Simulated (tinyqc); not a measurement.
X-ray photoelectron analysis of a thin oxide on a semiconductor: attenuation lengths, thickness, angle series and band offsets: one step, computed by the program tinyqc.

The same element is seen in the oxide and in the substrate, at nearly the same kinetic energy; films are flat and uniform, and the work function is ignored.

Question. Inelastic mean free paths. TPP-2M: lambda = E/(E_p^2 [b ln(c E) - C/E + D/E^2]) in angstrom, E_p = 28.8 sqrt(N_v rho/M), b = -0.10 + 0.944/sqrt(E_p^2 + E_g^2) + 0.069 rho^0.1, c = 0.191/sqrt(rho), U = N_v rho/M, C = 1.97 - 0.91 U, D = 53.4 - 20.8 U, with E = photon energy less binding energy in eV. Attenuation length L = factor x lambda.

Inputs (values chosen for the exercise, modelled on SiO2 on silicon):
```
quantity                                           value    unit
photon energy                                     1486.6      eV
binding energy of the core level                    99.4      eV
oxide density                                       2.24  g/cm^3
oxide formula mass                                 60.08   g/mol
valence electrons per oxide formula                   16       -
oxide gap                                           8.82      eV
substrate density                                   2.33  g/cm^3
substrate formula mass                             28.09   g/mol
valence electrons per substrate formula                4       -
substrate gap                                       1.12      eV
attenuation length over inelastic mean free path    0.94       -
```

Give: kinetic energy E; the table «Terms» with the columns E_p (eV), b, c, lambda (nm), for layer = oxide, substrate; L in the oxide; L in the substrate.

Answer.

kinetic energy E = 1387.2 eV

Terms:
```
layer      E_p (eV)        b       c  lambda (nm)
oxide         22.24  0.01425  0.1276        3.855
substrate     16.59  0.03187  0.1251        3.090
```

L in the oxide = 3.623 nm

L in the substrate = 2.904 nm
